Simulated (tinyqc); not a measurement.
Worked calculation: dopant redistribution at a moving silicon-oxide interface during parabolic oxidation. Computed by tinyqc, a small Python program that keeps every step. Command: `OMP_NUM_THREADS=1 python tinyqc.py 3009877 3009878 out.jsonl segox walk`. One thread of a shared host (Intel(R) Xeon(R) Processor @ 2.30GHz), about 0.01 s of CPU time with the checks. Intermediate numbers are printed to about 7 digits and carried at full precision; extremes and crossings named in words are read from the listed rows.

Uniformly doped silicon is oxidised with x_ox = sqrt(B t); the interface advances into the silicon by alpha x_ox, alpha = 0.44. The dopant does not move in the oxide, and at the interface C(silicon) = m C(oxide).

Inputs (values chosen for the exercise, modelled on arsenic in silicon under steam):

| quantity | value | unit |
|---|---|---|
| dopant prefactor D0 | 8.87 | cm^2/s |
| dopant activation energy E | 3.99 | eV |
| oxidation prefactor B0 | 388 | um^2/h |
| oxidation activation energy E_B | 0.783 | eV |
| segregation coefficient m = C(silicon)/C(oxide) | 10 | - |
| bulk doping C_B | 1.8e+15 | 1/cm^3 |
| temperature T | 1125 | C |
| time t | 1.6 | h |

Constants: k_B = 8.617333262e-05 eV/K.

## Rates

D = D0 exp(-E/(k_B T)), converted with 1 cm^2/s = 3.6e11 um^2/h; B = B0 exp(-E_B/(k_B T)); s = alpha sqrt(B/(4 D)), the interface advance over 2 sqrt(D t). Temperatures in kelvin are T(C) + 273.15.

D = 0.01323893 um^2/h

B = 0.5840179 um^2/h

s = 1.461199

oxide thickness = 0.9666585 um

diffusion length 2 sqrt(D t) = 0.2910828 um

Interface and diffusion move at similar speeds. Caution: parabolic growth needs an oxide much thicker than the Deal-Grove length A, which fails for thin films and low temperatures; oxidation-enhanced or retarded diffusion is ignored.

## Interface concentration

With the dopant diffusivity D and s = alpha x_ox/(2 sqrt(D t)), in the silicon C = C_B + (C_s - C_B) erfc(y/(2 sqrt(D t)))/erfc(s), y from the original surface. Dopant balance at the interface gives C_s/C_B = 1/[1 + (1/(m alpha) - 1) g], g = sqrt(pi) s exp(s^2) erfc(s).

g = 0.8496211

ratio C_s/C_B = 2.911424

C_s in the silicon = 5.240563e+15 1/cm^3

concentration in the oxide = 5.240563e+14 1/cm^3

m alpha = 4.400: the oxide rejects dopant, which piles up in the silicon. For a very fast interface the ratio would tend to m alpha.

## Dose moved

Consumed silicon held alpha x_ox C_B; the oxide holds x_ox times the dopant concentration in the oxide; the difference is the excess in the silicon; 1 um = 1e-4 cm.

dopant in the consumed silicon = 7.655935e+10 1/cm^2

dopant in the oxide = 5.065834e+10 1/cm^2

excess in the silicon = 2.590101e+10 1/cm^2

## Profile below the interface

Depths z are counted from the present interface: y/(2 sqrt(D t)) = s + z/(2 sqrt(D t)); take z/(2 sqrt(D t)) = 0, 0.05, 0.1, 0.2, 0.3, 0.5, 0.75, 1, 1.5.

Profile:

| z/(2 sqrt(D t)) | z (um) | C/C_B |
|---|---|---|
| 0.00 | 0.0000000 | 2.911424 |
| 0.05 | 0.0145541 | 2.605827 |
| 0.10 | 0.0291083 | 2.343075 |
| 0.20 | 0.0582166 | 1.926938 |
| 0.30 | 0.0873248 | 1.628271 |
| 0.50 | 0.1455414 | 1.273251 |
| 0.75 | 0.2183121 | 1.086998 |
| 1.00 | 0.2910828 | 1.024649 |
| 1.50 | 0.4366241 | 1.001388 |

## Temperature and segregation coefficient

The formulas are those given above.

C_s/C_B:

| T (C) | s | this m | m = 0.2 | m = 1/alpha | m = 10 |
|---|---|---|---|---|---|
| 850 | 38.01206 | 4.394835 | 0.0880278 | 1 | 4.394835 |
| 900 | 18.76118 | 4.378940 | 0.0881137 | 1 | 4.378940 |
| 950 | 9.81002 | 4.324765 | 0.0884126 | 1 | 4.324765 |
| 1000 | 5.39756 | 4.168332 | 0.0893318 | 1 | 4.168332 |
| 1050 | 3.10696 | 3.812692 | 0.0917928 | 1 | 3.812692 |
| 1100 | 1.86184 | 3.236595 | 0.0973902 | 1 | 3.236595 |
| 1150 | 1.15658 | 2.598121 | 0.1081121 | 1 | 2.598121 |
| 1200 | 0.74207 | 2.075588 | 0.1257847 | 1 | 2.075588 |

s falls from 38.0 to 0.742 as T rises, because diffusion has the larger activation energy (3.99 against 0.783 eV); the ratio for this m moves from 4.395 to 2.076, towards 1. At m = 1/alpha the oxide takes exactly what the silicon held, and nothing moves. The ratio does not depend on time, since both lengths grow as sqrt(t).

Checks made by the program: excess against the integral of the profile (relative difference below 1e-10).
